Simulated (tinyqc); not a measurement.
Scan in temperature at fixed frequency: admittance spectroscopy and thermally stimulated current of one trap level in a depletion layer. Computed by tinyqc, a small Python program. Command: `OMP_NUM_THREADS=1 python tinyqc.py 3113956 3113957 out.jsonl admit walk`. One thread of a shared host (Intel(R) Xeon(R) Processor @ 2.30GHz), about 0.01 s of CPU time with the checks.

A Schottky junction on n-type material holds one donor-like electron trap; shallow donors are fully ionised and abrupt depletion edges are assumed.

Inputs (values chosen for the exercise, modelled on n-type silicon):
```
quantity                         value    unit
dielectric constant eps           11.6       -
density-of-states mass m          1.09     m_0
shallow doping N               1.1e+15  1/cm^3
trap density N_t               1.4e+14  1/cm^3
trap depth E_t below the band    0.397      eV
capture cross section sigma    3.9e-16    cm^2
band bending V_b                  0.76       V
test frequency f                300000      Hz
```

Constants: k_B = 1.380649e-23 J/K; m_0 = 9.1093837015e-31 kg; h = 6.62607015e-34 J s; k_B = 8.617333262e-05 eV/K; eps_0 = 8.8541878128e-12 F/m; e = 1.602176634e-19 C.

Method:
- N_c = 2 (2 pi m k_B T/h^2)^(3/2), v_th = sqrt(3 k_B T/m), emission rate e_n = sigma v_th N_c exp(-E_t/(k_B T)).
- Where the level crosses the Fermi level capture equals emission, so the trap follows the signal with the rate 2 e_n; G/omega peaks at omega = 2 e_n (the correction for large N_t/N is left out).
- Solve 2 e_n(T_p) = 2 pi f.
- With E_c - E_F = k_B T_p ln(N_c/N): lambda = sqrt(2 eps eps_0 (E_t - (E_c - E_F))/(e^2 N)); traps are empty and charged for x < x_t = w - lambda, and V_b = e (N w^2 + N_t x_t^2)/(2 eps eps_0). High frequency: C_hf = eps eps_0/w. Low frequency: C_lf = eps eps_0 (N + N_t)/(N w + N_t x_t).
- With x = omega/(2 e_n): C = C_hf + (C_lf - C_hf)/(1 + x^2), G/omega = (C_lf - C_hf) x/(1 + x^2); C_hf and C_lf are held at their values at T_p.

peak temperature T_p = 376.238 K

C_hf = 11.2657 nF/cm^2

C_lf = 11.6353 nF/cm^2

Admittance:
```
T (K)  omega/(2 e_n)  C (nF/cm^2)  G/omega (nF/cm^2)
331.1         6.8545       11.273            0.05279
346.1         3.4324       11.295            0.09925
357.4         2.1130       11.333            0.14290
368.7         1.3375       11.398            0.17724
376.2         1.0014       11.450            0.18479
383.8         0.7550       11.501            0.17772
395.0         0.5071       11.560            0.14909
410.1         0.3062       11.604            0.10347
428.9         0.1711       11.625            0.06144
```

The peak of G/omega is half the step, 0.185 nF/cm^2. Its full width is near 2 ln(2 + sqrt3) k_B T_p^2/(E_t + 2 k_B T_p) = 69.6 K.

Extremes, crossings and ranges named in words are read from the listed rows.
